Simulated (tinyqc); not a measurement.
From results back to parameters: deformation-potential model of the Delta valleys of a conduction band. Two cases, with inputs chosen for the exercise.

Problem. An ellipsoidal valley with ml > mt has the density-of-states mass m_d = (ml mt^2)^(1/3) and, averaged over equivalent valleys, the conductivity mass m_c = 3/(1/ml + 2/mt).

Case 1.

m_d = 0.3292898 m0
m_c = 0.2649855 m0

Case 2.

m_d = 0.3218032 m0
m_c = 0.2603520 m0

Find: K = ml/mt; mt; ml.

Solution. With K = ml/mt, m_d/m_c = K^(1/3) (2 + 1/K)/3, which rises steadily for K > 1 and so fixes K; then mt = m_d K^(-1/3) and ml = K mt.

Case 1.

K = ml/mt = 4.815
mt = 0.195 m0
ml = 0.939 m0

Case 2.

K = ml/mt = 4.708
mt = 0.192 m0
ml = 0.904 m0

Computed by tinyqc, one run a case: `OMP_NUM_THREADS=1 python tinyqc.py N N+1 out.jsonl` with N = 1080832, 1080843; one thread of a shared Intel(R) Xeon(R) Processor @ 2.30GHz, about 0.04 s a run at most.
